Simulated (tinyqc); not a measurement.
Three voltage laws: time-dependent dielectric breakdown: cell percolation, Weibull statistics, area scaling and voltage extrapolation. Computed by tinyqc, a small Python program. Command: `OMP_NUM_THREADS=1 python tinyqc.py 3019118 3019119 out.jsonl tddb walk`. One thread of a shared host (Intel(R) Xeon(R) Processor @ 2.30GHz), about 0.01 s of CPU time with the checks.

The oxide is divided into columns of area a^2, each holding m = t_ox/a cells (m is taken as continuous). A share lambda(t) = (t/t_1)^alpha of the cells is defective, and a column whose cells are all defective breaks down.

Inputs (values chosen for the exercise, for a model gate oxide):
```
quantity                                                   value  unit
oxide thickness t_ox                                         2.2    nm
defect cell size a                                           1.2    nm
exponent alpha of defect growth                              0.9     -
time t_1 at which the occupied share would reach 1       1.6e+07     s
test area A                                                   50  um^2
product area A_u                                           1e+06  um^2
stress voltage V                                            3.16     V
use voltage V_u                                              1.9     V
local exponent n = -d ln t/d ln V at the stress voltage       32     -
activation energy E_a                                       0.81    eV
stress temperature T                                         105     C
use temperature T_u                                           85     C
allowed failure fraction F                                0.0001     -
```

Voltage law used: 1/E.

Constants: k_B = 8.617333262e-05 eV/K.

Method:
- Failure fraction F = 1 - (1 - lambda^m)^N with N = A/a^2 columns, which for small lambda^m is 1 - exp(-(t/t63)^beta) with beta = alpha m and t63 = t_1 N^(-1/beta); critical share lambda(t63) = N^(-1/m). 1 um^2 = 1e6 nm^2.
- All three voltage laws share the slope n at the stress voltage. Factor t(V_u)/t(V): E law exp(n (1 - V_u/V)); 1/E law exp(n (V/V_u - 1)); power law (V/V_u)^n.
- Temperatures in kelvin are T(C) + 273.15.
- Temperature factor exp[(E_a/k_B)(1/T_u - 1/T)]; area factor (A/A_u)^(1/beta); percentile factor (-ln(1 - F))^(1/beta); life = t63 x all four; 1 year = 3.15576e7 s.
- Life = t63 x voltage, temperature, area and percentile factors, the last three as above.

projected life = 0.837638 years

voltage factor = 1.64508e+09

Log10 of the life in years:
```
V_u/V  V_u (V)    E law  1/E law  power law
1.00     3.160  -9.2931   -9.293    -9.2931
0.95     3.002  -8.5983   -8.562    -8.5803
0.90     2.844  -7.9034   -7.749    -7.8289
0.80     2.528  -6.5136   -5.819    -6.1920
0.70     2.212  -5.1239   -3.337    -4.3363
0.60     1.896  -3.7342   -0.028    -2.1940
0.50     1.580  -2.3444    4.604     0.3398
0.40     1.264  -0.9547   11.553     3.4410
```

What does the comparison show, and why?

At V_u/V = 0.9 the laws differ by 0.15 decades at most, and at 0.5 by 6.9. The E law is the most cautious and the 1/E law the most hopeful. Ten years are reached at V_u/V = 0.259 (E), 0.574 (1/E), 0.477 (power). Caution: t_1 is an input here; in a real oxide it changes with thickness at fixed voltage. Caution: a voltage factor of more than nine decades rests wholly on the chosen law and cannot be tested. Caution: the rows at low voltage extrapolate over many decades and cannot be tested.
